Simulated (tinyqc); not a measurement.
# Ferroelectric hysteresis, discrete Preisach model: which history is remembered

16 bistable elements (j, k) switch to +1 when V reaches u_j and to -1 when V falls to -u_k, and keep their state between. P = Ps sum w_jk s_jk. All elements start at -1. No time dependence and no dielectric part.

w_jk is proportional to exp[-(a_j^2 + a_k^2 - 2 cr a_j a_k)/(2 (1 - cr^2))], a_j = (u_j - Vc)/sg, and the weights sum to one. Each row applies its voltages in turn to the starting state.

Parameters, values chosen for the exercise:
- Ps = 11 uC/cm^2 (saturation polarisation)
- Vc = 1.9 V (mean coercive voltage)
- sg = 0.85 V (spread of the switching voltages)
- up = [0.5, 1.5, 2.5, 3.5] V (list of the u_j)
- cr = 0.8 (correlation of up and down voltages)

Final polarisation:

|  | P (uC/cm^2) |
|---|---|
| +3 V | 9.2790 |
| +2, -1, +3 V | 9.2790 |
| +3, -2 V | -2.7715 |
| +3, -1, +1, -2 V | -2.7715 |
| +4, -2, +2 V | 9.5474 |
| +2 V | 1.0567 |

What do the numbers show?

Rows 1 and 2 agree, and so do rows 3 and 4: a larger excursion wipes out the smaller ones before it. Rows 5 and 6 end at the same voltage yet differ by 8.49 uC/cm^2, because row 5 keeps elements set by the earlier full write that the negative pulse did not reach.

Computed by the program tinyqc: `OMP_NUM_THREADS=1 python tinyqc.py 2860142 2860143 out.jsonl`, one thread of a shared Intel Xeon 2.30GHz, about 0.01 s for the whole run.
